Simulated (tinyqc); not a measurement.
## MOSFET in saturation, small-signal circuit and noise: effect of the total gate width on speed and noise

Bias by the inversion coefficient IC = I/Ispec (charge-based model with velocity saturation; weak inversion below 0.1, strong above 10). Common-source circuit: gm, gds, Cgs, Cgd and Cj at the inner nodes, Rg in series with the gate; quasi-static, no source or drain resistance, no gate-body capacitance, no substrate network, no induced gate noise, so fmax is an upper estimate.

Ispec = 2 n mu Cox (W/L) Vt^2, lc = Ls/L, gms = [sqrt((lc IC + 1)^2 + 4 IC) - 1]/[2 + lc (lc IC + 1)], gm = gms Ispec/(n Vt), gds = sg gm. qs = [sqrt(1 + 4 IC) - 1]/2, Cgs = Cox W L qs (2 qs + 3)/(3 (qs + 1)^2) + Cov W, Cgd = Cov W, Cd = Cj W, Rg = Rsh (Wf/L)/(12 Nf) + Rc/W with Nf = W/Wf fingers (not rounded) contacted at both ends. fT = gm/(2 pi (Cgs + Cgd)), fmax = fT/(2 sqrt(Rg (gds + 2 pi fT Cgd))). Channel noise Sid = 4 kB T gam n gm with gam = (1/2 + (2/3) qs)/(1 + qs) + gw lc IC, qs = [sqrt(1 + 4 IC) - 1]/2, lc = Ls/L (the last term an empirical rise with velocity saturation); at the gate, white noise Sw = Sid/gm^2 + 4 kB T Rg. Number fluctuation with correlated mobility: S(f) = K/f, K = q^2 Vt lt Nt/(W L Cox^2) (1 + ac mu Cox I/gm)^2, Vt in eV with Nt per eV. Corner fc = K/Sw. IC is held fixed.

Parameters, values chosen for the exercise:
```
symbol,value,unit,meaning
T,400,K,temperature
L,350,nm,gate length
Cox,1.93,uF/cm^2,gate capacitance
mu,190,cm^2/(V s),mobility
n,1.3,,slope factor
Ls,15,nm,velocity-saturation length
sg,0.0091,,ratio gds/gm
Cov,0.32,fF/um,overlap and fringe capacitance per side
Cj,0.89,fF/um,drain junction capacitance
Rsh,15,ohm,sheet resistance of the gate
Wf,2,um,finger width
Rc,300,ohm um,gate contact and vertical resistance
IC,0.26,,inversion coefficient
gw,0.11,,short-channel excess of the noise factor
Nt,1.6e18,cm^-3 eV^-1,oxide trap density
lt,0.1,nm,tunnelling length into the oxide
ac,3000,V s/C,Coulomb scattering coefficient
```

Constants: q = 1.602176634e-19 C, kB = 1.380649e-23 J/K, Vt = kB T/q. Results are converted to the units shown.

The same in every row: fT (GHz) = 1.3929; fmax (GHz) = 22.908; fc (MHz) = 1.2258.

Effect of the total gate width on speed and noise:

| W (um) | I (uA) | Rg (ohm) | sqrt(Sw) (nV/Hz^0.5) |
|---|---|---|---|
| 2 | 1.6830 | 157.14 | 22.309 |
| 4.3 | 3.6185 | 73.090 | 15.215 |
| 9.3 | 7.8260 | 33.794 | 10.346 |
| 20 | 16.830 | 15.714 | 7.0549 |
| 43 | 36.185 | 7.3090 | 4.8114 |
| 93 | 78.260 | 3.3794 | 3.2716 |
| 200 | 168.30 | 1.5714 | 2.2309 |

What does the comparison show?

As W goes from 2 to 200 um, fT stays at 1.39 GHz, fmax stays at 22.9 GHz, the white noise falls from 22.3 to 2.23 nV/Hz^0.5 and the corner stays at 1.23 MHz. Current, gm and capacitances scale with W and Rg with 1/W, so the frequencies stay while both noise powers fall as 1/W. In every row fmax exceeds 4 fT, where channel resistance and substrate losses, left out here, would cap it.

tinyqc, about 0.01 s, one thread, Intel Xeon 2.30GHz (shared host): `OMP_NUM_THREADS=1 python tinyqc.py 2150001 2150002 out.jsonl`
